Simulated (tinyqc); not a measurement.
Inputs raised by 2 %, one at a time: grain growth, pinning, strength and diffusional creep of a polycrystal or thin film. Computed by tinyqc, a small Python program. Command: `OMP_NUM_THREADS=1 python tinyqc.py 3015817 3015818 out.jsonl grain sens`. One thread of a shared host (Intel(R) Xeon(R) Processor @ 2.30GHz), about 0.01 s of CPU time with the checks.

One mean grain size d describes the structure.

Inputs (values chosen for the exercise, modelled on nickel):

| quantity | value | unit |
|---|---|---|
| shear modulus G | 78.1 | GPa |
| Burgers vector b | 2.492 | angstrom |
| atomic volume Omega | 10.94 | angstrom^3 |
| boundary energy gamma | 0.86 | J/m^2 |
| mobility prefactor M0 | 1.6e-07 | m^4/(J s) |
| activation energy of boundary motion Q_m | 1.47 | eV |
| anneal temperature T | 708 | K |
| anneal time t | 480 | s |
| initial grain size d0 | 39 | nm |
| particle volume fraction f | 0.00023 | - |
| particle radius r | 6.2 | nm |
| film thickness h | 110 | nm |
| surface energy gamma_s | 2.2 | J/m^2 |
| friction stress sigma_0 | 28 | MPa |
| Hall-Petch slope k_y | 0.15 | MPa m^0.5 |
| lattice diffusion energy Q_l | 2.95 | eV |
| boundary diffusion energy Q_b | 1.18 | eV |
| lattice prefactor D0 | 2e-05 | m^2/s |
| boundary prefactor delta D0b | 4.5e-15 | m^3/s |
| applied stress sigma | 16 | MPa |
| service temperature T_c | 788 | K |

Sample: thin film on a substrate.

Constants: k_B = 8.617333262e-05 eV/K; k_B = 1.380649e-23 J/K.

Method:
- M = M0 exp(-Q_m/(k_B T)). The driving pressure is 2 gamma/d. Zener pinning pressure 3 f gamma/(2 r) stops growth at d_Z = 4 r/(3 f). Grooves where boundaries meet the surface have the angle theta = arcsin(gamma/(2 gamma_s)) and are taken to stop growth at d_h = h/(2 theta), a few film thicknesses; the limit is 1/d_lim = 1/d_Z + 1/d_h.
- dd/dt = 2 M gamma (1/d - 1/d_lim) integrates to 2 M gamma t = d_lim (d0 - d) + d_lim^2 ln[(d_lim - d0)/(d_lim - d)]; without pinning d^2 = d0^2 + 4 M gamma t.
- Hall-Petch term k_y/sqrt(d). Orowan term 3.06 x 0.4 G b ln(2 rbar/b)/(pi lambda sqrt(1 - nu)) with nu = 1/3, rbar = sqrt(2/3) r, lambda = rbar (sqrt(pi/f) - 2). Film term (threading dislocation, matched substrate, the geometry of an fcc (111) film taken for all cases): 3.464 G b ln(2 h/b)/(4 pi (1 - nu) h). The terms are added to sigma_0.
- Nabarro-Herring rate = 14 sigma Omega D_l/(k_B T d^2), D_l = D0 exp(-Q_l/(k_B T)); Coble rate = 14 pi sigma Omega delta D_b/(k_B T d^3), delta D_b = delta D0b exp(-Q_b/(k_B T)); they are equal at d_x = pi delta D_b/D_l.

Runs:

| input moved | from | to | limit d_lim (nm) | time to 1 % strain (s) | Orowan term (MPa) | crossover size d_x (micrometre) |
|---|---|---|---|---|---|---|
| base run | - | - | 277.43 | 0.08397 | 59.162 | 1.4779e+08 |
| boundary energy gamma (J/m^2) | 0.86 | 0.8772 | 271.96 | 0.08516 | 59.162 | 1.4779e+08 |
| mobility prefactor M0 (m^4/(J s)) | 1.6e-07 | 1.632e-07 | 277.43 | 0.08581 | 59.162 | 1.4779e+08 |
| anneal temperature T (K) | 708 | 722.16 | 277.43 | 0.14215 | 59.162 | 1.4779e+08 |
| anneal time t (s) | 480 | 489.6 | 277.43 | 0.08581 | 59.162 | 1.4779e+08 |
| initial grain size d0 (nm) | 39 | 39.78 | 277.43 | 0.08469 | 59.162 | 1.4779e+08 |
| particle radius r (nm) | 6.2 | 6.324 | 277.47 | 0.08397 | 58.312 | 1.4779e+08 |
| boundary diffusion energy Q_b (eV) | 1.18 | 1.2036 | 277.43 | 0.11886 | 59.162 | 1.0440e+08 |

Exponents ln(y'/y) / ln(x'/x):

| input | limit d_lim | time to 1 % strain | Orowan term | crossover size d_x |
|---|---|---|---|---|
| boundary energy gamma | -1.006 | 0.714 | 0.000 | 0.000 |
| mobility prefactor M0 | 0.000 | 1.099 | 0.000 | 0.000 |
| anneal temperature T | 0.000 | 26.587 | 0.000 | 0.000 |
| anneal time t | 0.000 | 1.099 | 0.000 | 0.000 |
| initial grain size d0 | 0.000 | 0.436 | 0.000 | 0.000 |
| particle radius r | 0.008 | 0.003 | -0.731 | 0.000 |
| boundary diffusion energy Q_b | 0.000 | 17.551 | 0.000 | -17.551 |

Which inputs matter most for each result?

Among the inputs moved here: limit d_lim answers most in size to boundary energy gamma (exponent -1.006), next to particle radius r (+0.008); its exponent is below 0.0005 for mobility prefactor M0, anneal temperature T, anneal time t, initial grain size d0, boundary diffusion energy Q_b. Time to 1 % strain answers most in size to anneal temperature T (exponent +26.587), next to boundary diffusion energy Q_b (+17.551). Orowan term answers most in size to particle radius r (exponent -0.731); its exponent is below 0.0005 for boundary energy gamma, mobility prefactor M0, anneal temperature T, anneal time t, initial grain size d0, boundary diffusion energy Q_b. Crossover size d_x answers most in size to boundary diffusion energy Q_b (exponent -17.551); its exponent is below 0.0005 for boundary energy gamma, mobility prefactor M0, anneal temperature T, anneal time t, initial grain size d0, particle radius r.

Caution (all rows): T_c is above the anneal temperature, so the grains would go on growing in service.

Extremes, crossings and ranges named in words are read from the listed rows.
